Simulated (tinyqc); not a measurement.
Wafer bonding and layer transfer: bond energy, gap closing, particles, bonding of dissimilar wafers and hydrogen blisters: one step, computed by the program tinyqc.

gamma is the energy per area of each of the two surfaces; plates are isotropic.

Problem. Blistering after hydrogen implantation. A flat crack of radius r under a layer of thickness d, as a clamped plate: centre height w = 3 p r^4/(16 E' d^3), volume pi r^2 w/3, energy release G = 3 p^2 r^4/(32 E' d^3), E' = E1/(1 - nu^2). It grows when G = 2 gamma_s. The gas comes from the area pi r^2: p V = (dose x share/2) pi r^2 k_B T, and G = p w/2 = (3/2) N k_B T with N the H2 molecules per area. Share needed: G = 2 gamma_s. The pressure and height at growth are given for r = 10 d.

Inputs (values chosen for the exercise, with wafer 1 close to silicon):
```
quantity                                      value        unit
Young's modulus E1                              134         GPa
Poisson ratio nu                               0.26           -
implant depth d                                 1.3  micrometre
hydrogen dose                                   4.6   1e16/cm^2
share of the dose released as H2               0.13           -
surface energy of the weakened plane gamma_s    1.4       J/m^2
anneal temperature T                            750           K
```

Constants: k_B = 1.380649e-23 J/K.

Give: energy release G; share of the dose needed; pressure at growth; height at growth.

Solution.

energy release G = 0.4644 J/m^2

share of the dose needed = 0.7838

pressure at growth = 18.17 MPa

height at growth = 308.2 nm

The released gas does not suffice by this estimate. In this plate limit G depends on neither r nor d.
